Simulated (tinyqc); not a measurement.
Inside a calculation. Method: CCSD on RHF in the sto-3g basis, for H4, spin multiplicity 1. Computed by tinyqc, a small Python program that keeps every step (integrals from PySCF). Settings: charge = 0, multiplicity = 1, basis = sto-3g, method = RHF, energy threshold = 1e-10, iteration cap = 80, orthogonalisation = canonical, start = Wolfsberg-Helmholz matrix, DIIS depth = 6, amplitude equations = CCSD, DIIS depth for amplitudes = 6, cap on updates = 79. Command: `OMP_NUM_THREADS=1 python tinyqc.py 25481 25482 out.jsonl` (the two numbers bound the seeds that draw the settings). One thread of a shared host (Intel(R) Xeon(R) Processor @ 2.60GHz), about 0.1 s of CPU time with the checks. The early iterations of the SCF are left out here.

## One-electron integrals

Geometry (angstrom):
```
atom        x        y        z
H     0.00000  0.00000  0.00000
H     0.00000  0.00000  0.72700
H     0.00000  1.82600  0.00000
H     0.00000  1.82600  0.72700
```

Basis sto-3g: exponents (1/bohr^2) and contraction coefficients of normalised primitives:
```
element  l (shell)  exponent  coefficient
H            s (1)   3.42525      0.15433
H            s (1)   0.62391      0.53533
H            s (1)   0.16886      0.44463
```

Overlap, kinetic and nuclear-attraction integrals over the contracted functions; the nuclear repulsion is the sum of Za Zb / Rab.

nuclear repulsion = 2.5738785 hartree

overlap S, lower triangle:
```
         1H 1s    2H 1s    3H 1s    4H 1s
1H 1s  1.00000
2H 1s  0.66839  1.00000
3H 1s  0.15757  0.12615  1.00000
4H 1s  0.12615  0.15757  0.66839  1.00000
```

kinetic energy T (hartree), lower triangle:
```
          1H 1s     2H 1s    3H 1s    4H 1s
1H 1s   0.76003
2H 1s   0.24479   0.76003
3H 1s  -0.00689  -0.00966  0.76003
4H 1s  -0.00966  -0.00689  0.24479  0.76003
```

nuclear attraction V (hartree), lower triangle:
```
          1H 1s     2H 1s     3H 1s     4H 1s
1H 1s  -2.44817
2H 1s  -1.59782  -2.44817
3H 1s  -0.32386  -0.26585  -2.44817
4H 1s  -0.26585  -0.32386  -1.59782  -2.44817
```

core Hamiltonian H = T + V (hartree), lower triangle:
```
          1H 1s     2H 1s     3H 1s     4H 1s
1H 1s  -1.68814
2H 1s  -1.35303  -1.68814
3H 1s  -0.33075  -0.27550  -1.68814
4H 1s  -0.27550  -0.33075  -1.35303  -1.68814
```

## Two-electron integrals

Functions are numbered as in S; the eight-fold symmetry (ij|kl) = (ji|kl) = (kl|ij) leaves the list below.

Two-electron integrals (ij|kl) in chemists' order, unique and non-zero (hartree):
```
(11|11) 0.77461   (21|11) 0.45203   (21|21) 0.30629   (22|11) 0.57489
(22|21) 0.45203   (22|22) 0.77461   (31|11) 0.07726   (31|21) 0.04819
(31|22) 0.06555   (31|31) 0.01319   (32|11) 0.05711   (32|21) 0.03955
(32|22) 0.05963   (32|31) 0.01001   (32|32) 0.00825   (33|11) 0.28795
(33|21) 0.18810   (33|22) 0.26821   (33|31) 0.07726   (33|32) 0.05963
(33|33) 0.77461   (41|11) 0.05963   (41|21) 0.03955   (41|22) 0.05711
(41|31) 0.01001   (41|32) 0.00817   (41|33) 0.05711   (41|41) 0.00825
(42|11) 0.06555   (42|21) 0.04819   (42|22) 0.07726   (42|31) 0.01131
(42|32) 0.01001   (42|33) 0.06555   (42|41) 0.01001   (42|42) 0.01319
(43|11) 0.18810   (43|21) 0.12739   (43|22) 0.18810   (43|31) 0.04819
(43|32) 0.03955   (43|33) 0.45203   (43|41) 0.03955   (43|42) 0.04819
(43|43) 0.30629   (44|11) 0.26821   (44|21) 0.18810   (44|22) 0.28795
(44|31) 0.06555   (44|32) 0.05711   (44|33) 0.57489   (44|41) 0.05963
(44|42) 0.07726   (44|43) 0.45203   (44|44) 0.77461
```

## Orthogonalisation

S = U s U^T; canonical form X = U s^(-1/2), so that X^T S X = 1. Each column of U has its largest component positive (the first on a tie).

eigenvalues of S: 0.30019  0.36304  1.38467  1.95210

X:
```
              1         2         3        4
1H 1s   0.91258   0.82984   0.42491  0.35786
2H 1s  -0.91258  -0.82984   0.42491  0.35786
3H 1s  -0.91258   0.82984  -0.42491  0.35786
4H 1s   0.91258  -0.82984  -0.42491  0.35786
```

## Starting guess

The start is the generalised Wolfsberg-Helmholz matrix (K = 1.75) built on H; D = 2 C_occ C_occ^T.

D at the start, lower triangle:
```
          1H 1s     2H 1s    3H 1s    4H 1s
1H 1s   0.61723
2H 1s   0.61723   0.61723
3H 1s  -0.10496  -0.10496  0.61723
4H 1s  -0.10496  -0.10496  0.61723  0.61723
```

## Iteration 2 (converged): orbitals

converged F (hartree), lower triangle:
```
          1H 1s     2H 1s     3H 1s     4H 1s
1H 1s  -0.37798
2H 1s  -0.60535  -0.37798
3H 1s  -0.13820  -0.13023  -0.37798
4H 1s  -0.13023  -0.13820  -0.60535  -0.37798
```

Diagonalise F' = X^T F X, C = X C', fill 2 alpha and 2 beta electrons from the bottom; D = 2 C_occ C_occ^T. Each column has its largest component positive (the first on a tie).

F' = X^T F X (hartree), lower triangle:
```
         1        2         3         4
1  0.78398
2  0.00000  0.60436
3  0.00000  0.00000  -0.51629
4  0.00000  0.00000   0.00000  -0.64124
```

orbital energies (hartree): MO1 -0.64124, MO2 -0.51629, MO3 0.60436, MO4 0.78398

coefficients C:
```
           MO1       MO2       MO3       MO4
1H 1s  0.35786   0.42491   0.82984   0.91258
2H 1s  0.35786   0.42491  -0.82984  -0.91258
3H 1s  0.35786  -0.42491   0.82984  -0.91258
4H 1s  0.35786  -0.42491  -0.82984   0.91258
```

D after iteration 2, lower triangle:
```
          1H 1s     2H 1s    3H 1s    4H 1s
1H 1s   0.61723
2H 1s   0.61723   0.61723
3H 1s  -0.10496  -0.10496  0.61723
4H 1s  -0.10496  -0.10496  0.61723  0.61723
```

## Convergence

Stop when the energy changes by less than 1e-10 hartree and every element of the error matrix X^T (F D S - S D F) X is below 3e-06.

Course of the cycle:
```
iteration  E (hartree)    change  largest element of the error matrix
1           -2.2105932         -                             8.61e-16
2           -2.2105932  2.66e-15                             1.17e-15
```

PySCF RHF in the same basis = -2.2105932 hartree

Converged in 2 iterations.

## Populations, bond orders and dipole

Mulliken: Z minus the diagonal of D S on the atom; Loewdin: the same with S^(1/2) D S^(1/2); Mayer order: 2 sum_s sum (D(s) S)_ij (D(s) S)_ji over the two atoms.

Charges (e):
```
atom  Mulliken  Loewdin
1H           0        0
2H           0        0
3H           0        0
4H           0        0
```

Mayer bond orders:
```
pair    order
2-1   1.00000
3-1         0
3-2         0
4-1         0
4-2         0
4-3   1.00000
```

dipole moment about the origin, x y z (debye): 0.00000  0.00000  0.00000

## Integrals over molecular orbitals

(pq|rs) = sum C_ip C_jq C_kr C_ls (ij|kl), one index at a time.

one-electron integrals over orbitals h = C^T H C (hartree), lower triangle:
```
          1         2         3         4
1  -1.86846
2   0.00000  -1.75848
3   0.00000   0.00000  -1.07526
4   0.00000   0.00000   0.00000  -0.93226
```

Two-electron integrals over orbitals (pq|rs), unique and non-zero (hartree):
```
(11|11) 0.47469   (21|21) 0.20411   (22|11) 0.47832   (22|22) 0.48966
(31|31) 0.09528   (32|32) 0.08457   (33|11) 0.46188   (33|22) 0.46786
(33|33) 0.47300   (41|32) 0.08282   (41|41) 0.08115   (42|31) 0.09935
(42|42) 0.10606   (43|21) 0.20061   (43|43) 0.21895   (44|11) 0.47080
(44|22) 0.48092   (44|33) 0.48342   (44|44) 0.49695
```

## CCSD: starting amplitudes

t_ij^ab = <ij||ab> / (e_i + e_j - e_a - e_b), whose energy is MP2.

Starting amplitudes (spin orbitals 1a, 1b, ...; amplitudes related by a flip of all spins are not repeated):
```
from      to         t
2a 2b  4a 4b  -0.04078
1a 2b  3a 4b  -0.03902
1a 1b  3a 3b  -0.03825
2a 2b  3a 3b  -0.03773
1a 2b  3b 4a   0.03253
1a 1b  4a 4b  -0.02847
1a 2a  3a 4a  -0.00649
```

correlation energy = -0.0268285 hartree

## CCSD: amplitude update 1

t_i^a D_i^a and t_ij^ab D_ij^ab are set to the remaining terms of the spin-orbital equations, evaluated with the old amplitudes; for the doubles these are <ij||ab> + 1/2 <ab||ef> t_ij^ef + 1/2 <mn||ij> t_mn^ab + P(ij)P(ab) <mb||ej> t_im^ae + terms in t^2 + terms with t1, D the orbital-energy denominators.

Amplitudes after update 1 (spin orbitals 1a, 1b, ...; amplitudes related by a flip of all spins are not repeated):
```
from      to         t
2a 2b  4a 4b  -0.05408
2a 2b  3a 3b  -0.05334
1a 2b  3a 4b  -0.05227
1a 1b  3a 3b  -0.05125
1a 2b  3b 4a   0.04522
1a 1b  4a 4b  -0.03854
1a 2a  3a 4a  -0.00705
```

correlation energy = -0.0363672 hartree

## CCSD: convergence

E_corr = 1/4 sum <ij||ab> t_ij^ab + 1/2 sum <ij||ab> t_i^a t_j^b; stop when the norm of the change is below 1e-8.

Course of the amplitude iterations:
```
update  correlation energy (hartree)  norm of the change
0                         -0.0268285                   -
1                         -0.0363672            7.39e-02
2                         -0.0397286            2.64e-02
3                         -0.0415703            9.43e-03
4                         -0.0415638            2.22e-04
5                         -0.0415656            4.56e-05
6                         -0.0415647            6.10e-06
7                         -0.0415647            8.94e-07
8                         -0.0415648            2.28e-07
9                         -0.0415648            1.15e-09
```

Converged amplitudes (spin orbitals 1a, 1b, ...; amplitudes related by a flip of all spins are not repeated):
```
from      to         t
2a 2b  3a 3b  -0.06331
2a 2b  4a 4b  -0.06060
1a 2b  3a 4b  -0.05917
1a 1b  3a 3b  -0.05803
1a 2b  3b 4a   0.05256
1a 1b  4a 4b  -0.04404
1a 2a  3a 4a  -0.00660
```

CCSD total energy = -2.2521580 hartree

T1 diagnostic, norm of the one-spin t1 over sqrt(correlated electrons) = 0.00000

Converged in 9 updates, with DIIS from the third.
